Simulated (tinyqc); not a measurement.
# Implanted layer, carriers, mobility and sheet resistance: two studies

A p-type layer from the surface x = 0 to the junction xj, N(x) = N0 exp(-(x - Rp)^2/(2 sg^2)). Local neutrality (no depletion at surface or junction, no spilling of carriers), intrinsic carriers neglected, full ionisation of active dopants.

Values chosen for this exercise; values close to those of boron in silicon over an n-type background: temperature T = 400 K; background doping of the opposite type Nb = 5.9e15 cm^-3; peak chemical concentration N0 = 1.4e20 cm^-3; mobility limit at high doping m1 = 44 cm^2/(V s); mobility limit at low doping, at 300 K m2 = 489 cm^2/(V s); reference doping of the mobility law Nr = 2.17e17 cm^-3; exponent of the mobility law am = 0.7; temperature exponent of m2 bt = 1.8; solubility limit of active dopant Ns = 1.95e20 cm^-3; straggle after annealing sg = 7.6 nm; projected range Rp = 9.1 nm.

Constants: q = 1.602176634e-19 C. Results are converted to the units shown.

Each table varies one quantity; the others keep the values above.

## Effect of the peak chemical concentration

xj = Rp + sg sqrt(2 ln(N0/Nb)). Active dopant A = min(N, Ns); p = A - Nb; mobility mu = m1 + (m2 (T/300 K)^(-bt) - m1)/(1 + ((A + Nb)/Nr)^am). Dose = integral of N, carrier sheet density = integral of p, 1/Rs = q integral of p mu, mean mobility 1/(q Rs sheet density), Hall mobility (unit Hall factor) = integral of p mu^2 over integral of p mu, Hall sheet density = (integral of p mu)^2/integral of p mu^2; all from 0 to xj. Integrals on 4000 steps.

Effect of the peak chemical concentration:
```
N0 (cm^-3),xj (nm),dose (cm^-2),carriers (cm^-2),Rs (ohm/square),mean mobility (cm^2/(V s)),Rs xj (ohm nm),Hall/true sheet density
2.7e17,30.12,4.534e11,4.357e11,8.397e4,170.6,2.529e6,0.9901
7.3e17,32.69,1.229e12,1.209e12,3.932e4,131.3,1.285e6,0.9781
2e18,35.04,3.368e12,3.348e12,1.903e4,97.95,6.670e5,0.9654
5.4e18,37.17,9.097e12,9.075e12,9163,75.06,3.406e5,0.9615
1.5e19,39.20,2.527e13,2.525e13,4075,60.66,1.597e5,0.9690
4e19,41.02,6.739e13,6.737e13,1753,52.86,7.190e4,0.9808
1.1e20,42.80,1.853e14,1.853e14,694.1,48.53,2.971e4,0.9905
2.9e20,44.43,4.886e14,4.062e14,328.9,46.71,1.461e4,0.9952
8e20,46.05,1.348e15,4.972e14,270.0,46.50,1.243e4,0.9964
```

What does the table show?

As N0 goes from 2.7e17 to 8e20, xj rises from 30.1 to 46.0 nm, Rs falls from 84000 to 270 ohm/square, the mean mobility falls from 171 to 46.5 cm^2/(V s) and the share of the dose that conducts goes from 96.1 through a maximum of 100 (at N0 = 1.1e20 among the rows listed) to 36.9 %. Rs goes as dose^(-0.76) at the low end and dose^(-0.19) at the high end; constant mobility and activation would give -1. Above N0 = Ns = 1.95e20 cm^-3 added dopant only widens the clipped top. For N0 = 2.7e17, 7.3e17 depletion at the junction, left out, would remove a tenth of the carriers or more.

## Effect of the projected range

Same model as above.

Integrals on 4000 steps.

Effect of the projected range:
```
Rp (nm),xj (nm),dose (cm^-2),carriers (cm^-2),Rs (ohm/square),mean mobility (cm^2/(V s)),Rs xj (ohm nm),Hall/true sheet density
2.3,36.41,1.651e14,1.650e14,786.0,48.12,2.862e4,0.9891
3,37.11,1.743e14,1.743e14,745.5,48.04,2.767e4,0.9896
3.9,38.01,1.856e14,1.856e14,700.9,47.97,2.665e4,0.9902
5,39.11,1.986e14,1.986e14,656.1,47.91,2.566e4,0.9908
6.6,40.71,2.153e14,2.153e14,605.8,47.85,2.466e4,0.9914
8.6,42.71,2.323e14,2.323e14,561.6,47.84,2.399e4,0.9921
11,45.11,2.470e14,2.470e14,527.7,47.89,2.381e4,0.9925
15,49.11,2.602e14,2.602e14,499.1,48.05,2.451e4,0.9927
```

What does the table show?

As Rp goes from 2.3 to 15, xj rises from 36.4 to 49.1 nm, Rs falls from 786 to 499 ohm/square, the mean mobility goes from 48.1 through a minimum of 47.8 (at Rp = 8.6 among the rows listed) to 48.1 cm^2/(V s) and the share of the dose that conducts stays near 100 %.

Computed by the program tinyqc: `OMP_NUM_THREADS=1 python tinyqc.py 2110024 2110025 out.jsonl`, one thread of a shared Intel Xeon 2.30GHz, about 0.01 s for the whole run.
